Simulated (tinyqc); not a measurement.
Inside a calculation. Method: tight binding, honeycomb lattice. One step of it, computed by the program tinyqc.

Question. Bloch Hamiltonian at k. H_AB = -t1 (1 + exp(-i k.a1) + exp(-i k.a2)); H_AA = delta - 2 t2 sum cos(k.b + phi), H_BB = -delta - 2 t2 sum cos(k.b - phi), b = a1, a2 - a1, -a2.

Parameters chosen for this model:
```
parameter     value                        unit
t1         2.480000                 eV, nearest
t2         0.200000       eV, second neighbours
phi               0  rad, phase of t2 (Haldane)
delta      2.440000          eV, +/- on A and B
```

k point k (fractions of the reciprocal vectors): 0.280000  0.160000

Give: H(k) at k.

Answer.

H(k) at k (eV):
```
               A              B
A          2.009  -3.344+4.530i
B  -3.344-4.530i         -2.871
```
